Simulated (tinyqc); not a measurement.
Stretching all distances: RHF, UHF, MP2, CISD and CCSD against full CI in the 3-21g basis, for H3+, spin multiplicity 1. Computed by the program tinyqc with PySCF. Command: `OMP_NUM_THREADS=1 python tinyqc.py 111356 111357 out.jsonl`; one thread of a shared host (Intel(R) Xeon(R) Processor @ 2.60GHz), about 4 s.

Geometry (angstrom):
```
atom,x,y,z
H,0.0000,0.0000,0.0000
H,0.0000,0.0000,0.7960
H,0.0000,0.0000,-0.7960
```

All coordinates are multiplied by the scale. c0^2 is the weight of the RHF determinant in the lowest singlet FCI state (UHF is spin-contaminated and may lie near states of higher spin) and n(LUMO) the first natural occupation beyond the occupied space.

Full CI energy (hartree) and errors against it (kcal/mol):
```
scale,distance 1-2 (angstrom),E(FCI),RHF,UHF,MP2,CISD,CCSD,<S^2> UHF,c0^2,n(LUMO)
0.9000,0.7164,-1.240910,20.1363,20.1363,5.9582,0.0000,0.0000,0.0000,0.9791,0.0350
1.1200,0.8915,-1.247003,21.8243,21.8243,6.6874,0.0000,0.0000,0.0000,0.9696,0.0508
1.3400,1.0666,-1.220884,23.7558,23.6295,7.5633,0.0000,0.0000,0.0722,0.9566,0.0716
1.5600,1.2418,-1.187113,26.6258,22.3289,8.8253,0.0000,0.0000,0.3882,0.9381,0.0996
1.7800,1.4169,-1.154224,30.4903,18.9177,10.3983,0.0000,0.0000,0.5904,0.9134,0.1347
2.0000,1.5920,-1.124610,35.2174,15.3932,12.1130,0.0000,0.0000,0.7212,0.8827,0.1752
2.2200,1.7671,-1.098842,40.6474,12.4929,13.7659,0.0000,0.0000,0.8078,0.8474,0.2186
```

UHF parts from RHF first at scale 1.34 of those listed, where <S^2> leaves zero. The weight c0^2 goes from 0.98 to 0.85 and n(LUMO) from 0.04 to 0.22: static correlation grows as the bonds break into open-shell fragments. The spread of the error along the curve, which distorts its shape, is CISD 0.0, CCSD 0.0, MP2 7.8, UHF 11.1, RHF 20.5 kcal/mol. With two electrons CISD and CCSD are exact.
